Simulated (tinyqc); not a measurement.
Worked calculation: localisation in a chain with random site energies (transfer matrices). Values are carried at full precision from step to step, so a last printed digit may differ when a step is redone from the rounded ones.

Hopping -t; leads with site energy 0, E = -2t cos(ka). psi_(j+1) = ((e_j - E)/t) psi_j - psi_(j-1), a product of matrices M_j = [[(e_j - E)/t, -1], [1, 0]]. For M = M_N ... M_1 the transmission is T = 4 sin^2(ka)/|M21 - M12 + M22 exp(ika) - M11 exp(-ika)|^2. Long samples draw e_j = W (x_j/2147483647 - 1/2) from x_j = 16807 x_(j-1) mod 2147483647, starting at x0. The localisation length xi, in sites, is defined by ln T = -2N/xi on average; weak disorder gives xi = 24 (4t^2 - E^2)/W^2, and the mean free path for backscattering is xi/2.

Parameters, chosen for this exercise: t = 0.5 eV (hopping); E = -0.25 eV (energy); e = (0.25, 0.14, 0.17, -0.02, 0.18, 0.06, -0.1, -0.1, 0.13) eV (site energies of the short sample); W = 0.5 eV (full width of the disorder); a = 4.9 angstrom (spacing).

## The product of transfer matrices

Multiply site by site and give T for each length.

Running product:
```
j  (e_j - E)/t      M11      M12      M21      M22       T
1       1.0000   1.0000  -1.0000   1.0000   0.0000  0.9375
2       0.7800  -0.2200  -0.7800   1.0000  -1.0000  0.9597
3       0.8400  -1.1848   0.3448  -0.2200  -0.7800  0.9781
4       0.4600  -0.3250   0.9386  -1.1848   0.3448  0.9801
5       0.8600   0.9053   0.4624  -0.3250   0.9386  0.9883
6       0.6200   0.8863  -0.6519   0.9053   0.4624  0.9839
7       0.3000  -0.6394  -0.6580   0.8863  -0.6519  0.9522
8       0.3000  -1.0781   0.4545  -0.6394  -0.6580  0.9859
9       0.7600  -0.1800   1.0034  -1.0781   0.4545  0.9952
```

T is 0.9952 for the whole sample and does not fall steadily (it rises at j = 2, 3, 4, 5, 8 and 9): reflected waves interfere. The determinant of M stays 1.

## The same sites added without interference

One site alone reflects R_j = e_j^2/(e_j^2 + 4t^2 - E^2); incoherent addition sums R/(1 - R), and T = 1/(1 + sum).

R_j: [0.0625, 0.0205, 0.0299, 0.0004, 0.0334, 0.0038, 0.0106, 0.0106, 0.0177]

sum of R/(1 - R) = 0.1966
T without interference = 0.8357

The coherent product gives 0.9952 for this sample.

## Weak-disorder lengths

Form ka, xi, xi a and the mean free path xi a/2.

ka = 1.3181 rad
xi = 90.00 sites

lengths (nm): localisation 44.100, mean free path 22.050

The formula needs xi well above one site.

## Checks

- T from the product against the Green function: both 0.99516.

Computed by tinyqc, a small Python program: `OMP_NUM_THREADS=1 python tinyqc.py 1482305 1482306 out.jsonl` (the numbers bound the seed that draws the inputs); one thread of a shared host (Intel(R) Xeon(R) Processor @ 2.30GHz), about 0.09 s for the whole set of steps.
